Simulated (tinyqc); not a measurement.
Epitaxial growth on a vicinal surface: Burton-Cabrera-Frank step flow, step-edge barrier and island nucleation: one step, computed by the program tinyqc. Command: `OMP_NUM_THREADS=1 python tinyqc.py 3011570 3011571 out.jsonl stepflow walk`. One thread of a shared host (Intel(R) Xeon(R) Processor @ 2.30GHz), about 0.01 s of CPU time with the checks.

Adatoms land at rate F, hop on a square grid (a simplification for hexagonal faces), desorb, or join steps. Lengths are in units of a and n is the adatom coverage. Steps ascend at x = 0 and descend at x = l.

Question. Terrace solution. D n'' - n/tau + F = 0 with n(0) = n_eq and -l_s n'(l) = n(l) - n_eq. With u = n - F tau, A = n_eq - F tau, y = l/x_s, s = l_s/x_s: u = A cosh(x/x_s) + B sinh(x/x_s), B = A (1 - cosh y - s sinh y)/(sinh y + s cosh y). Flux into the ascending step J+ = D B/x_s, over the descending one J- = -(D/x_s)(A sinh y + B cosh y); step velocity J+ + J-; growth rate (J+ + J-)/l. For small y: J+ + J- = (F - n_eq/tau) l, J-/J+ = l/(l + 2 l_s). The coverage peaks where n' = 0, tanh(x/x_s) = -B/A.

Inputs (values chosen for the exercise, close to those used for GaAs(001)): deposition rate F = 2.3 layers/s; temperature T = 660 C.

D = 31106.83 a^2/s

lifetime tau = 75.87796 s

diffusion length x_s = 1536.334 a

equilibrium coverage n_eq = 3.290915e-05

terrace width l = 10.11772 a

Schwoebel length l_s = 2.927268 a

Give: J+; J-; growth rate; peak coverage; position of the peak.

Answer.

J+ = 14.25 atoms per step site and s

J- = 9.024 atoms per step site and s

growth rate = 2.300 layers/s

peak coverage = 0.001451

position of the peak = 6.194 a
